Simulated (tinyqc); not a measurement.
Thin film between two gates, subbands and threshold shift from confinement: one step of the calculation.

Undoped body with a flat potential across it, hard walls, transport along x. Three valley pairs (g = 2 each) with the longitudinal mass along x, y or z. Non-parabolicity enters the subband edges through E (1 + al E) = gamma, so E = 2 gamma/(1 + sqrt(1 + 4 al gamma)); motion within a subband is taken as parabolic with the band-edge mass. Energies are counted from the bulk band edge.

Question. Threshold shift. Each subband has N_k = g sqrt(mx my) m0 kB T/(pi hbar^2); without degeneracy n = exp(EF/Vt) sum N_k exp(-E_k/Vt). Classical value Nc times t, Nc = sum over valleys of 2 g (m m0 kB T/(2 pi hbar^2))^1.5 with m = (mx my mz)^(1/3). Threshold shift dVT = Vt ln(classical value/sum N_k exp(-E_k/Vt)). Use the subbands listed.

Parameters, values chosen for the exercise; masses close to those of silicon: temperature T = 77 K; longitudinal mass ml = 0.932 m0; transverse mass mt = 0.187 m0; film thickness (along z) t = 5.8 nm.

Constants: q = 1.602176634e-19 C, kB = 1.380649e-23 J/K, hbar = 1.054571817e-34 J s, m0 = 9.1093837015e-31 kg, Vt = kB T/q. Results are converted to the units shown.

```
subband	E_k (eV)	N_k (cm^-2)
z1	0.011993634	1.0366506e12
z2	0.047974535	1.0366506e12
x1	0.059775757	2.3142995e12
y1	0.059775757	2.3142995e12
z3	0.10794270	1.0366506e12
z4	0.19189814	1.0366506e12
```

Find: shares; sum N_k exp(-E_k/Vt); Nc; classical value; dVT.

Answer.

shares, subband z1 to z4 (%): 99.23  0.44  0.17  0.17  0.00  0.00
sum N_k exp(-E_k/Vt) = 1.714e11 cm^-2
Nc = 3.534e18 cm^-3
classical value = 2.050e12 cm^-2
dVT = 16.47 mV

Program tinyqc, `OMP_NUM_THREADS=1 python tinyqc.py 2350169 2350170 out.jsonl`; Intel Xeon 2.30GHz, shared host, one thread, about 0.08 s.
